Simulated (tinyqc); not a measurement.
From results back to parameters: density of states of one tight-binding band of a chain. Three cases, with inputs chosen for the exercise.

Problem. A chain with E = -2 t cos(ka) has n(E) = arccos(-E/2t)/pi states per cell and spin below E and g(E) = 1/(pi sqrt(4 t^2 - E^2)).

Find: t; E.

Method. E = -2 t cos(pi n), so g = 1/(2 pi t sin(pi n)) gives t.

Case 1.

n = 0.628067
g = 0.069464 1/eV

Solution.

t = 2.490 eV
E = 1.950 eV

Case 2.

n = 0.759017
g = 0.107285 1/eV

Solution.

t = 2.160 eV
E = 3.140 eV

Case 3.

n = 0.726298
g = 0.088998 1/eV

Solution.

t = 2.360 eV
E = 3.080 eV

Computed by tinyqc, one run a case: `OMP_NUM_THREADS=1 python tinyqc.py N N+1 out.jsonl` with N = 1681810, 1682392, 1682727; one thread of a shared Intel(R) Xeon(R) Processor @ 2.30GHz, about 0.01 s a run at most.
